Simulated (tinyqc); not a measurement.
# p-type polysilicon, carrier trapping at grain boundaries: two studies

One-dimensional grains of size Lg, uniform ionised doping N, monovalent traps Qt at each boundary at a depth Et below (for electrons) or above (for holes) the band edge there, abrupt depletion of width W on each side of a boundary, Boltzmann statistics. xi is the distance from the band edge at the grain centre to the Fermi level. Trapped charge Qt/(1 + exp((xi + VB - Et)/Vt)) = 2 N W, barrier VB = q N W^2/(2 eps0 eps_r).

Parameters, values chosen for the exercise; values of the order met in polycrystalline silicon: temperature T = 300 K; relative permittivity eps_r = 11.7; valence-band density of states at T NB = 2.65e19 cm^-3; grain size Lg = 160 nm; trap density of a grain boundary Qt = 5.3e11 cm^-2; depth of the trap level from the majority band edge at the boundary Et = 0.34 eV; mass for thermionic emission ms = 0.5 m0; correction factor of the emission rate fe = 0.12; mobility inside the grains mug = 62 cm^2/(V s); doping N = 8e15 cm^-3.

Constants: q = 1.602176634e-19 C, kB = 1.380649e-23 J/K, m0 = 9.1093837015e-31 kg, Vt = kB T/q, eps0 = 8.8541878128e-14 F/cm where lengths are in cm. Results are converted to the units shown.

Each table varies one quantity; the others keep the values above.

## Effect of the doping

If the trap equation with xi = Vt ln(NB/N) has a root W < Lg/2, the grain is partly depleted; otherwise W = Lg/2 and the trap equation gives xi = Et - VB + Vt ln(Qt/(N Lg) - 1). N* = Qt/Lg. n0 = NB exp(-xi/Vt); mean density n0 (1 - 2 W/Lg) by charge balance in a partly depleted grain, and n0 (sqrt(pi)/2) erf(u)/u with u = sqrt(VB/Vt) in a fully depleted one; v = sqrt(kB T/(2 pi ms m0)); barrier resistivity Vt exp(VB/Vt)/(q fe n0 v Lg); grain resistivity (1 - 2 W/Lg)/(q n0 mug); effective mobility 1/(q mean density total resistivity). Rows with xi above 0.45 V, towards mid-gap, are left out, since the other carrier type is ignored.

Result of one run:

| N (cm^-3) | N/N* | depleted share 2 W/Lg | VB (V) | xi (V) | mean density (cm^-3) | resistivity (ohm cm) | effective mobility (cm^2/(V s)) |
|---|---|---|---|---|---|---|---|
| 3.5e15 | 0.10566 | 1.0000 | 0.017322 | 0.37789 | 9.6868e12 | 3633.2 | 177.34 |

What becomes of these results when the doping N is changed from 3.5e15 to 6.8e16 cm^-3, all else the same?

Result of the changed run:

| N (cm^-3) | N/N* | depleted share 2 W/Lg | VB (V) | xi (V) | mean density (cm^-3) | resistivity (ohm cm) | effective mobility (cm^2/(V s)) |
|---|---|---|---|---|---|---|---|
| 6.8e16 | 2.0528 | 0.47986 | 0.077492 | 0.15422 | 3.5370e16 | 7.2788 | 24.244 |

The whole series:

| N (cm^-3) | N/N* | depleted share 2 W/Lg | VB (V) | xi (V) | mean density (cm^-3) | resistivity (ohm cm) | effective mobility (cm^2/(V s)) |
|---|---|---|---|---|---|---|---|
| 1.7e15 | 0.051321 | 1.0000 | 0.0084135 | 0.40700 | 3.4745e12 | 7934.7 | 226.39 |
| 3.5e15 | 0.10566 | 1.0000 | 0.017322 | 0.37789 | 9.6868e12 | 3633.2 | 177.34 |
| 7.3e15 | 0.22038 | 1.0000 | 0.036128 | 0.33653 | 3.9943e13 | 1518.5 | 102.90 |
| 1.5e16 | 0.45283 | 1.0000 | 0.074236 | 0.27066 | 3.8696e14 | 518.67 | 31.098 |
| 3.2e16 | 0.96604 | 0.87744 | 0.12193 | 0.17370 | 3.9220e15 | 77.542 | 20.523 |
| 6.8e16 | 2.0528 | 0.47986 | 0.077492 | 0.15422 | 3.5370e16 | 7.2788 | 24.244 |
| 1.4e17 | 4.2264 | 0.23622 | 0.038662 | 0.13555 | 1.0693e17 | 1.2532 | 46.577 |
| 3e17 | 9.0566 | 0.11038 | 0.018089 | 0.11585 | 2.6689e17 | 0.44676 | 52.346 |
| 6.3e17 | 19.019 | 0.052573 | 0.0086178 | 0.096665 | 5.9688e17 | 0.20033 | 52.199 |
| 1.3e18 | 39.245 | 0.025480 | 0.0041769 | 0.077938 | 1.2669e18 | 0.095437 | 51.622 |

As N goes from 1.7e15 to 1.3e18, VB goes from 0.00841 through a maximum of 0.122 (at N = 3.2e16 among the rows listed) to 0.00418 V, the resistivity falls from 7930 to 0.0954 ohm cm and the effective mobility moves up and down between 20.5 and 226 cm^2/(V s). The steepest fall of the resistivity among the rows, as N^(-3.1), lies between N = 3.2e16 and 6.8e16 cm^-3; N* = 3.31e16 cm^-3. While the grain is fully depleted VB grows as N; once the traps are full it falls as 1/N. For N = 1.7e15, 3.5e15, 3e17, 6.3e17, 1.3e18 VB is below Vt, where abrupt depletion and thermionic emission are rough. For N = 3.2e16 the grain is near the changeover between partial and full depletion, within a few Debye lengths, where both limits are rough. For N = 1.7e15, 3.5e15, 7.3e15 the effective mobility exceeds mug, since drift through the depleted part of the grain is left out.

## Effect of the grain size

Same model as above.

N* = Qt/Lg.

Result of one run:

| Lg (nm) | N/N* | depleted share 2 W/Lg | VB (V) | xi (V) | mean density (cm^-3) | resistivity (ohm cm) | effective mobility (cm^2/(V s)) |
|---|---|---|---|---|---|---|---|
| 290 | 0.4377 | 1.000 | 0.1301 | 0.2164 | 2.420e15 | 304.2 | 8.477 |

What becomes of these results when the grain size Lg is changed from 290 to 17 nm, all else the same?

Result of the changed run:

| Lg (nm) | N/N* | depleted share 2 W/Lg | VB (V) | xi (V) | mean density (cm^-3) | resistivity (ohm cm) | effective mobility (cm^2/(V s)) |
|---|---|---|---|---|---|---|---|
| 17 | 0.02566 | 1.000 | 4.470e-4 | 0.4336 | 1.371e12 | 1.534e5 | 29.68 |

The whole series:

| Lg (nm) | N/N* | depleted share 2 W/Lg | VB (V) | xi (V) | mean density (cm^-3) | resistivity (ohm cm) | effective mobility (cm^2/(V s)) |
|---|---|---|---|---|---|---|---|
| 10 | 0.01509 | 1.000 | 1.547e-4 | 0.4479 | 7.919e11 | 4.481e5 | 17.59 |
| 17 | 0.02566 | 1.000 | 4.470e-4 | 0.4336 | 1.371e12 | 1.534e5 | 29.68 |
| 31 | 0.04679 | 1.000 | 0.001486 | 0.4164 | 2.625e12 | 4.513e4 | 52.68 |
| 53 | 0.08000 | 1.000 | 0.004344 | 0.3988 | 5.012e12 | 1.490e4 | 83.57 |
| 94 | 0.1419 | 1.000 | 0.01367 | 0.3729 | 1.225e13 | 4419 | 115.3 |
| 160 | 0.2415 | 1.000 | 0.03959 | 0.3300 | 4.993e13 | 1348 | 92.73 |
| 290 | 0.4377 | 1.000 | 0.1301 | 0.2164 | 2.420e15 | 304.2 | 8.477 |
| 500 | 0.7547 | 0.5929 | 0.1359 | 0.2095 | 3.257e15 | 174.7 | 10.97 |

As Lg goes from 10 to 500, VB rises from 1.55e-4 to 0.136 V, the resistivity falls from 4.48e5 to 175 ohm cm and the effective mobility moves up and down between 8.48 and 115 cm^2/(V s). For Lg = 10, 17, 31, 53, 94 VB is below Vt, where abrupt depletion and thermionic emission are rough. For Lg = 290 the grain is near the changeover between partial and full depletion, within a few Debye lengths, where both limits are rough. For Lg = 53, 94, 160 the effective mobility exceeds mug, since drift through the depleted part of the grain is left out.

Numbers from tinyqc (`OMP_NUM_THREADS=1 python tinyqc.py 2830010 2830011 out.jsonl`; about 0.01 s on one thread of a shared Intel Xeon 2.30GHz).
